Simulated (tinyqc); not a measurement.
Inside a calculation. Model: dopants and charged point defects at anneal temperature: Fermi-level effect, clustering and pairing. Computed by tinyqc, a small Python program that keeps every step. Command: `OMP_NUM_THREADS=1 python tinyqc.py 3004361 3004362 out.jsonl pairing walk`. One thread of a shared host (Intel(R) Xeon(R) Processor @ 2.30GHz), about 0.02 s of CPU time with the checks. Intermediate numbers are printed to about 7 digits and carried at full precision; extremes and crossings named in words are read from the listed rows.

Boltzmann statistics and full ionisation of active dopants. Energies are counted from the valence band; the defect (a vacancy or self-interstitial) has five charge states, with all degeneracy factors one.

Inputs (values chosen for the exercise, with bands modelled on germanium):

| quantity | value | unit |
|---|---|---|
| gap at 0 K E_g0 | 0.733 | eV |
| Varshni alpha | 0.000466 | eV/K |
| Varshni beta | 243 | K |
| electron mass m_e | 0.213 | m_0 |
| valleys M_c | 4 | - |
| hole mass m_h | 0.346 | m_0 |
| anneal temperature T | 940 | K |
| total dopant density N | 7.7e+18 | cm^-3 |
| formation enthalpy of the neutral defect H_f | 2.88 | eV |
| formation entropy S_f | 3.1 | k_B |
| site density N_s | 4.9e+22 | cm^-3 |
| intrinsic dopant diffusivity D_i | 9.7e-15 | cm^2/s |
| anneal time t | 80 | s |
| dopant atoms per cluster k | 2 | - |
| cluster binding energy E_b | 0.819 | eV |

Dopant: acceptor. Second part: clustering of the dopant.

defect levels as fractions of E_g(T): (2+/+), (+/0), (0/-), (-/2-): 0.17  0.29  0.63  0.94

Constants: m_0 = 9.1093837015e-31 kg; k_B = 1.380649e-23 J/K; h = 6.62607015e-34 J s; k_B = 8.617333262e-05 eV/K.

## The host at the anneal temperature

E_g = E_g0 - alpha T^2/(T + beta). N_c = 2 M_c (2 pi m_e k_B T/h^2)^(3/2) and N_v = 2 (2 pi m_h k_B T/h^2)^(3/2), masses in units of m_0. n_i = sqrt(N_c N_v) exp(-E_g/2 k_B T); E_i = E_g/2 + (k_B T/2) ln(N_v/N_c).

E_g = 0.3849378 eV

k_B T = 0.08100293 eV

n_i = 3.658375e+18 cm^-3

E_i = 0.1657957 eV

effective density of states N_b of the majority band = 2.832670e+19 cm^-3

## Active and clustered dopant

p = A/2 + sqrt(A^2/4 + n_i^2) for an active density A. k ionised dopants and k carriers form one neutral cluster: C = N_s (A/N_s)^k (p/N_b)^k exp(E_b/k_B T), N_b the effective density of states of the majority band, and N = A + k C (60 bisections in ln A between ln N - 90 and ln N).

active density A = 5.576034e+18 cm^-3

clusters C = 1.061983e+18 cm^-3

active share = 0.7241602

28 % of the dopant is lost to clusters.

## Carrier density and Fermi level

chi = n/n_i (for acceptors n_i/p); E_F = E_i + k_B T ln chi; field enhancement h = 1 + A/sqrt(A^2 + 4 n_i^2).

p = 7.387663e+18 cm^-3

chi = 0.4952006

E_F = 0.1088674 eV

field enhancement h = 1.606137

The doping is 1.52 n_i: extrinsic conditions.

## Charged defects

C_0 = N_s exp(S_f/k_B) exp(-H_f/k_B T). Ratios to the neutral state at E_F = E_i: r_+ = exp((E(+/0) - E_i)/k_B T), r_2+ = r_+ exp((E(2+/+) - E_i)/k_B T), r_- = exp((E_i - E(0/-))/k_B T), r_2- = r_- exp((E_i - E(-/2-))/k_B T); at other E_F state q scales as chi^(-q). The enhancement is sum r_q chi^(-q)/sum r_q. The charge on the defects is left out of neutrality.

neutral defects C_0 = 3.939911e+08 cm^-3

Charge states:

| state | ratio r | intrinsic (cm^-3) | doped (cm^-3) |
|---|---|---|---|
| 2+ | 0.148439 | 5.848345e+07 | 2.384903e+08 |
| + | 0.512393 | 2.018783e+08 | 4.076697e+08 |
| 0 | 1.000000 | 3.939911e+08 | 3.939911e+08 |
| - | 0.387877 | 1.528202e+08 | 7.567666e+07 |
| 2- | 0.034483 | 1.358587e+07 | 3.331577e+06 |

all defects, doped = 1.119159e+09 cm^-3

enhancement over intrinsic = 1.363566

mean charge = 0.7168867 e

Doping leaves the neutral state alone and multiplies the total by 1.36; the most common state is + (in intrinsic material 0).

## Dopant diffusivity

If every charge state of the defect carries the dopant equally well, D = D_i x enhancement x h x (active share A/N, a rough stand-in that overstates the dA/dN which immobile clusters call for), D_i being an input held fixed when T or H_f is moved; diffusion length 2 sqrt(D t).

effective diffusivity D = 1.538386e-14 cm^2/s

D/D_i = 1.585965

diffusion length = 22.18746 nm

## Against doping

chi = n/n_i; h = 1 + A/sqrt(A^2 + 4 n_i^2); the dopant diffusivity over its intrinsic value is D/D_i = enhancement x h x A/N, if every charge state carries the dopant equally well.

Trend at the anneal temperature:

| N (cm^-3) | active A (cm^-3) | chi | defect enhancement | mean charge | D/D_i |
|---|---|---|---|---|---|
| 1.10e+17 | 1.097919e+17 | 0.9851070 | 1.002627 | 0.180514 | 1.015745 |
| 3.00e+17 | 2.983819e+17 | 0.9600505 | 1.007554 | 0.200038 | 1.042953 |
| 8.30e+17 | 8.160626e+17 | 0.8946672 | 1.023809 | 0.253843 | 1.118197 |
| 2.30e+18 | 2.160091e+18 | 0.7474433 | 1.085069 | 0.393062 | 1.307607 |
| 6.30e+18 | 4.894014e+18 | 0.5342004 | 1.294352 | 0.657405 | 1.564512 |
| 1.70e+19 | 8.437459e+18 | 0.3731985 | 1.722508 | 0.933634 | 1.500806 |
| 4.80e+19 | 1.249135e+19 | 0.2713139 | 2.406335 | 1.159277 | 1.166561 |
| 1.30e+20 | 1.696188e+19 | 0.2064862 | 3.381606 | 1.328892 | 0.846351 |
| 3.70e+20 | 2.266565e+19 | 0.1574070 | 4.948231 | 1.472086 | 0.591585 |

Well below n_i = 3.66e18 cm^-3 chi and the enhancement are near 1. At any doping d ln(enhancement)/d ln chi equals minus the mean charge, which goes from +0.18 to +1.47 over the rows. Clustering bends A over: its exponent in N falls to 0.28, towards 1/(2k) = 0.250, and D/D_i peaks at N = 6.3e18 cm^-3.

## Activation against anneal temperature

The formulas are those given above.

Equilibrium activation:

| T (K) | n_i (cm^-3) | active A (cm^-3) | clusters C (cm^-3) | active share |
|---|---|---|---|---|
| 560 | 6.002829e+16 | 1.040303e+18 | 3.329848e+18 | 0.1351043 |
| 660 | 2.657620e+17 | 2.127755e+18 | 2.786123e+18 | 0.2763318 |
| 750 | 7.451467e+17 | 3.340169e+18 | 2.179916e+18 | 0.4337882 |
| 850 | 1.861260e+18 | 4.664251e+18 | 1.517874e+18 | 0.6057469 |
| 940 | 3.658375e+18 | 5.576034e+18 | 1.061983e+18 | 0.7241602 |
| 1030 | 6.480409e+18 | 6.143011e+18 | 7.784943e+17 | 0.7977937 |
| 1130 | 1.114262e+19 | 6.481491e+18 | 6.092546e+17 | 0.8417520 |

The active share goes from 0.135 at 560 K to 0.842 at 1130 K, so a layer activated by a hot, short anneal is metastable and deactivates in later, cooler steps if the dopant can move.

Checks made by the program: conservation of the dopant (relative difference below 1e-10); ratios against Boltzmann factors of formation energies at E_F (relative difference below 1e-10).
